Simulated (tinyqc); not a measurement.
Worked calculation (part 2 of 2): UKS/LDA (VWN5) in the sto-3g basis, for Li, spin multiplicity 2. Computed by tinyqc, a small Python program that keeps every step (integrals from PySCF). Command: `OMP_NUM_THREADS=1 python tinyqc.py 25549 25550 out.jsonl` (the two numbers bound the seeds that draw the settings). One thread of a shared host (Intel(R) Xeon(R) Processor @ 2.60GHz), about 0.5 s of CPU time with the checks.

Geometry (angstrom):

| atom | x | y | z |
|---|---|---|---|
| Li | 0.0000 | 0.0000 | 0.0000 |

## Convergence

Stop when the energy changes by less than 1e-10 hartree and every element of the error matrix X^T (F D S - S D F) X (for each spin) is below 3e-06.

Course of the cycle:

| iteration | E (hartree) | change | largest element of the error matrix |
|---|---|---|---|
| 1 | -7.208796 | - | 1.34e-01 |
| 2 | -7.219410 | -1.06e-02 | 2.30e-03 |
| 3 | -7.219413 | -3.07e-06 | 1.50e-05 |
| 4 | -7.219413 | -9.76e-11 | 7.58e-06 |
| 5 | -7.219413 | -1.85e-11 | 5.07e-06 |
| 6 | -7.219413 | -6.53e-12 | 3.80e-06 |
| 7 | -7.219413 | -3.03e-12 | 3.04e-06 |
| 8 | -7.219413 | -1.65e-12 | 2.54e-06 |

PySCF UKS in the same basis, fine grid, after a stability check = -7.221302 hartree

Converged in 8 iterations. The coarse grid moves the energy by +1.89e-03 hartree.

## Populations

D(alpha) after iteration 8:
```
          1Li 1s   1Li 2s  1Li 2px  1Li 2py  1Li 2pz
1Li 1s    1.0617  -0.2560   0.0000   0.0000   0.0000
1Li 2s   -0.2560   1.0617   0.0000   0.0000   0.0000
1Li 2px   0.0000   0.0000   0.0000   0.0000   0.0000
1Li 2py   0.0000   0.0000   0.0000   0.0000   0.0000
1Li 2pz   0.0000   0.0000   0.0000   0.0000   0.0000
```

D(beta) after iteration 8:
```
         1Li 1s  1Li 2s  1Li 2px  1Li 2py  1Li 2pz
1Li 1s   0.9693  0.0567   0.0000   0.0000   0.0000
1Li 2s   0.0567  0.0033   0.0000   0.0000   0.0000
1Li 2px  0.0000  0.0000   0.0000   0.0000   0.0000
1Li 2py  0.0000  0.0000   0.0000   0.0000   0.0000
1Li 2pz  0.0000  0.0000   0.0000   0.0000   0.0000
```

overlap S:
```
         1Li 1s  1Li 2s  1Li 2px  1Li 2py  1Li 2pz
1Li 1s   1.0000  0.2411   0.0000   0.0000   0.0000
1Li 2s   0.2411  1.0000   0.0000   0.0000   0.0000
1Li 2px  0.0000  0.0000   1.0000   0.0000   0.0000
1Li 2py  0.0000  0.0000   0.0000   1.0000   0.0000
1Li 2pz  0.0000  0.0000   0.0000   0.0000   1.0000
```

Mulliken: Z minus the diagonal of D S on the atom; Loewdin: the same with S^(1/2) D S^(1/2).

Charges (e):

| atom | Mulliken | Loewdin | Mulliken spin |
|---|---|---|---|
| 1Li | 0.0000 | 0 | 1.0000 |

<S^2> of the determinant (pure state: 0.75) = 0.7500
